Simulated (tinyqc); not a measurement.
Hydrogen passivation of interface dangling bonds: competing passivation and dissociation with distributed barriers: one step, computed by the program tinyqc.

P_b + H2 gives P_bH + H at the rate k_f [H2]; P_bH gives P_b + H at the rate k_d. All defects start unpassivated. E_f and E_d are Gaussian and independent.

Problem. Single barriers. [H2] = solubility factor x p; a = k_f0 [H2] exp(-E_f/(k_B T)), d = k_d0 exp(-E_d/(k_B T)). For one pair of barriers the active share is y = [d + a exp(-(a + d) t)]/(a + d). Temperatures in kelvin are T(C) + 273.15.

Inputs (values chosen for the exercise, close to those used for P_b centres at the silicon-oxide interface):
```
quantity                                      value          unit
passivation prefactor k_f0                    2e-07        cm^3/s
mean passivation barrier E_f                   1.59            eV
spread sigma_f                                 0.12            eV
dissociation prefactor k_d0                 1.8e+13           1/s
mean dissociation barrier E_d                  2.89            eV
spread sigma_d                                0.081            eV
H2 in the oxide per atm, solubility factor  4.1e+17  1/(cm^3 atm)
hydrogen pressure p                            0.03           atm
anneal temperature T                            300             C
anneal time t                                   260             s
```

Constants: k_B = 8.617333262e-05 eV/K.

Give: passivation rate a; dissociation rate d; a t; steady active share d/(a + d); active share, single barriers.

Solution.

passivation rate a = 2.5696e-05 1/s

dissociation rate d = 6.9686e-13 1/s

a t = 0.0066810

steady active share d/(a + d) = 2.7119e-08

active share, single barriers = 0.99334

The anneal is too short or cold to finish.
